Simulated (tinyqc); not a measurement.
# Ballistic conductance of a hard-wall wire of rectangular section by counting modes: effects of single changes

Subband edges E_(a,b) = (C pi^2/m) [(a/W)^2 + (b/Hh)^2], a, b = 1, 2, ...; C = hbar^2/(2 m0). Every mode transmits fully; spin gives the factor 2 in 2 q^2/h, valleys the factor gv.

Values chosen for this exercise: temperature T = 77 K; mass m = 0.064 m0; valleys gv = 1; Fermi energy above the bulk band edge Ef = 0.163 eV; width W = 26 nm; height Hh = 17 nm.

Constants: q = 1.602176634e-19 C, kB = 1.380649e-23 J/K, hbar = 1.054571817e-34 J s, h = 6.62607015e-34 J s, m0 = 9.1093837015e-31 kg, Vt = kB T/q, hbar^2/(2 m0) = 0.0380998212 eV nm^2. Results are converted to the units shown.

Each table varies one quantity; the others keep the values above.

## Conductance against size

G = (2 q^2/h) gv M; at zero temperature M counts the edges below Ef, at T it is the sum of degeneracy times f. The smooth (Sharvin) count is kF^2 A/(4 pi), kF = sqrt(m Ef/C), A = W Hh, perimeter p = 2 (W + Hh), and with the boundary term kF^2 A/(4 pi) - kF p/(4 pi). f = 1/(1 + exp((E_n - Ef)/Vt)).

Conductance against size:

| W (nm) | M at T = 0 | M at T | smooth count | with boundary term | G (uS) |
|---|---|---|---|---|---|
| 9.1 | 2 | 1.8343 | 3.3707 | 1.1971 | 142.12 |
| 13.4 | 3 | 2.8555 | 4.9635 | 2.4318 | 221.25 |
| 17.7 | 4 | 3.7538 | 6.5563 | 3.6664 | 290.85 |
| 22 | 5 | 5.0105 | 8.1490 | 4.9011 | 388.22 |
| 26.3 | 7 | 6.4355 | 9.7418 | 6.1358 | 498.62 |
| 30.5 | 7 | 7.1372 | 11.298 | 7.3417 | 553.00 |
| 34.8 | 9 | 8.6428 | 12.890 | 8.5764 | 669.65 |
| 39.1 | 10 | 9.7454 | 14.483 | 9.8110 | 755.09 |
| 43.4 | 11 | 10.842 | 16.076 | 11.046 | 840.08 |
| 47.7 | 12 | 12.078 | 17.669 | 12.280 | 935.79 |
| 52 | 14 | 13.319 | 19.261 | 13.515 | 1032.0 |

The integer count climbs from 2 to 14 in steps, and G from 142 to 1030 uS. In the last row M at T is 31 % below the smooth count and 1.5 % below the count with the boundary term: hard walls push the wave away from the edge and cost modes. The largest gap between M at T and the integer count is 0.68.

## Conductance against Fermi energy

Same model as above.

Conductance against Fermi energy:

| Ef (eV) | M at T = 0 | M at T | smooth count | with boundary term | G (uS) |
|---|---|---|---|---|---|
| 0.041 | 1 | 0.96633 | 2.4224 | 0.62643 | 74.872 |
| 0.069 | 2 | 1.9408 | 4.0768 | 1.7469 | 150.38 |
| 0.098 | 3 | 3.3084 | 5.7902 | 3.0135 | 256.34 |
| 0.126 | 5 | 4.8094 | 7.4446 | 4.2961 | 372.64 |
| 0.155 | 5 | 5.6764 | 9.1580 | 5.6659 | 439.81 |
| 0.183 | 7 | 7.1662 | 10.812 | 7.0180 | 555.24 |
| 0.212 | 8 | 8.4925 | 12.526 | 8.4418 | 658.01 |
| 0.24 | 11 | 10.544 | 14.180 | 9.8348 | 816.99 |
| 0.269 | 12 | 11.766 | 15.894 | 11.293 | 911.66 |
| 0.297 | 12 | 12.466 | 17.548 | 12.714 | 965.84 |
| 0.326 | 14 | 14.118 | 19.261 | 14.197 | 1093.9 |

Read the table: what changes, and by how much?

The integer count climbs from 1 to 14; the smooth count goes as Ef^(1.00). In the last row M at T is 27 % below the smooth count and 0.56 % below the count with the boundary term: hard walls push the wave away from the edge and cost modes. The largest gap between M at T and the integer count is 0.68. In 1 of the 11 rows Ef exceeds 0.3 eV, where real bands are no longer parabolic.

Computed by the program tinyqc: `OMP_NUM_THREADS=1 python tinyqc.py 2740045 2740046 out.jsonl`, one thread of a shared Intel Xeon 2.30GHz, about 0.4 s for the whole run.
